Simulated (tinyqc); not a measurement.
Monte Carlo simulation of one carrier in a uniform electric field: one step, computed by the program tinyqc.

The force e F acts along +z. Flights end at the constant total rate Gamma; the part of Gamma that the real rates do not fill is self-scattering, which leaves k unchanged. One valley, no impurities; equivalent final valleys enter only through Z_f in the optical rate.

Problem. Flight 2. Kane band: hbar^2 k^2/(2 m) = E (1 + alpha E), speed v = hbar k/(m (1 + 2 alpha E)), states per spin, volume and energy g(E) = m k (1 + 2 alpha E)/(2 pi^2 hbar^2); overlap factors are set to 1. Masses are multiplied by m_0 and all formulas are in SI units. Flight: t = -ln(r1)/Gamma; k_z grows by e F t/hbar; E follows from the band; dz = (E_end - E_start)/(e F). Use row 2 of the random numbers.

Inputs (values chosen for the exercise, modelled on holes in silicon): effective mass m = 0.502 m_0; non-parabolicity alpha = 0.28 1/eV; lattice temperature T = 77 K; electric field F = 22 kV/cm.

Crystal: non-polar. Band: Kane.

k after event 1, the start of the next flight (1/nm): [0.1800000, 0.0340000, -0.2541886]

Random numbers (0.02 to 0.98, from up to 60 sets tried for early real events), one row a flight, columns r1, r2, r3, r4:
```
[[0.7321, 0.8190, 0.9718, 0.7355],
 [0.2316, 0.5583, 0.3309, 0.3877],
 [0.6226, 0.2703, 0.3548, 0.8987],
 [0.6782, 0.7120, 0.6502, 0.8911],
 [0.3286, 0.8867, 0.1395, 0.5802],
 [0.8410, 0.1561, 0.0739, 0.1381],
 [0.0864, 0.9434, 0.4813, 0.4899]]
```

Gamma = 40.38081 1e12/s

Constants: e = 1.602176634e-19 C; hbar = 1.054571817e-34 J s; m_0 = 9.1093837015e-31 kg.

Give: flight time t; k at the end of the flight; energy at the end; displacement dz.

Solution.

flight time t = 36.22 fs

k at the end of the flight (1/nm): [0.1800, 0.0340, -0.1331]

energy at the end = 3.887 meV

displacement dz = -1.613 nm
